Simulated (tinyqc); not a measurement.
FinFET, parasitic resistance, capacitance and delay: what each parasitic element costs.

Nf fins under one contact; each has gated perimeter p = 2 Hf + Wf and cross-section A = Hf Wf; contact width Wc = Nf pf, stack height Hs = Hf. Contact length Lc = CPP - Lg - 2 Lsp, shared by two neighbouring gates. Source and drain sides are equal. The formulas are first-order estimates, not field solutions.

Epitaxy sheet resistance Rsh = re/te, transfer length LT = sqrt(rc/Rsh), contact Rc = [sqrt(rc Rsh)/Wc] coth(Lc/(2 LT)); extension of one fin Rx = rx Lsp/A. With N fins: gate Cg = Cinv p N Lg; per side, plate Cp = ks eps0 [Wc (Hs + Hc) - N A]/Lsp, top fringe Cf = (2/pi) ks eps0 Wc ln(1 + Lg/(2 Lsp)), overlap Co = Cinv p N Lov. One fin: I = p Q vx u/(1 + |u|^1.8)^(1/1.8), Q = Cinv n Vt ln(1 + exp((Vg' - VT + dl Vd')/(n Vt))), u = Vd' mu/(vx Lg), Vg' = Vgs - v, Vd' = Vds - 2 v, with the drop on each side v = Rc (sum of I) + Rx I. Ieff = [I(Vgs = Vdd, Vds = Vdd/2) + I(Vdd/2, Vdd)]/2, total currents. With Cs = Cp + Cf + Co, the load of an inverter of two such devices driving an equal one is CL = 2 (Cg + 2 Cs) + 4 Cs + Cw (own drains counted twice for the Miller effect); delay CL Vdd/(2 Ieff). Each row removes one element and keeps the rest.

Values chosen for this exercise; values close to those of silicon logic devices:
- T = 300 K (temperature)
- Nf = 3 (number of fins)
- Hf = 42 nm (fin height)
- Wf = 7 nm (fin width)
- pf = 24 nm (fin pitch)
- CPP = 51 nm (contacted gate pitch)
- Lg = 12 nm (gate length)
- Lsp = 6 nm (spacer length)
- ks = 5.5 (relative permittivity of the spacer)
- Hc = 20 nm (gate height above the channel stack)
- rc = 1e-9 ohm cm^2 (contact resistivity)
- re = 0.00057 ohm cm (resistivity of the source-drain epitaxy)
- te = 30 nm (current-carrying depth of the epitaxy)
- rx = 0.00056 ohm cm (resistivity of the extension)
- Lov = 0.5 nm (gate overlap)
- Cinv = 3.6 uF/cm^2 (inversion capacitance)
- vx = 1.4e7 cm/s (injection velocity)
- mu = 200 cm^2/(V s) (apparent mobility)
- VT = 0.22 V (threshold at zero drain voltage)
- dl = 0.054 V/V (barrier lowering)
- n = 1.15 (subthreshold factor)
- Cw = 0.26 fF (wire load)
- Vdd = 0.6 V (supply voltage)

Constants: q = 1.602176634e-19 C, kB = 1.380649e-23 J/K, eps0 = 8.8541878128e-12 F/m, Vt = kB T/q. Results are converted to the units shown.

One element removed at a time:
```
,Ieff (uA),CL (aF),delay (ps)
as given,261.8,780.1,0.8941
no contact resistance,314.3,780.1,0.7447
no extension resistance,277.9,780.1,0.8422
air spacer (ks = 1),261.8,579.7,0.6644
no overlap,261.8,740.8,0.8491
no wire,261.8,520.1,0.5961
```

What does the comparison show?

Gains in delay, largest first: no wire 33 %, air spacer (ks = 1) 26 %, no contact resistance 17 %, no extension resistance 5.8 %, no overlap 5.0 %.

Numbers from tinyqc (`OMP_NUM_THREADS=1 python tinyqc.py 2170127 2170128 out.jsonl`; about 0.04 s on one thread of a shared Intel Xeon 2.30GHz).
